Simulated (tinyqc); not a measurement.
Length of a polyene: Hueckel, PPP and singles CI along the polyenes. Computed by the program tinyqc. Hueckel uses the same beta without repulsion; CIS keeps all single excitations and so misses the low, doubly excited 2Ag state. W is the valence ionisation energy of a centre, MN the Mataga-Nishimoto formula, f the oscillator strength.

All-trans chains of carbon centres 1.40 angstrom apart:
```
parameter                               value
beta (eV), times 1 +/- alternation  -2.170000
alternation                                 0
W (eV)                              11.160000
gamma_rr (eV)                       10.070000
repulsion formula                        Ohno
```

Gaps and excitations (eV):
```
centres  Hueckel gap  PPP orbital gap  bright singlet (CIS)       f  lowest triplet (CIS)
2             4.3400          11.5356                5.7772  0.4953                2.9028
6             1.9315           7.7379                3.7053  1.3828                1.3905
8             1.5073           6.9458                3.1836  1.7511                1.1174
10            1.2353           6.4148                2.8127  2.0767                0.9496
12            1.0463           6.0376                2.5376  2.3674                0.8390
```

Estimate the missing row, centres = 4.

Computed row:
```
centres  Hueckel gap  PPP orbital gap  bright singlet (CIS)       f  lowest triplet (CIS)
4             2.6823           9.0338                4.4886  0.9669                1.8825
```

The Hueckel gap tends to 4 x alternation x |beta| = 0.00 eV for long chains (zero without alternation, falling as 1/N). Exchange opens the PPP orbital gap, and the attraction of electron and hole brings the bright state 3.50 eV below it at 12 centres; the triplet lies 1.70 eV lower still.
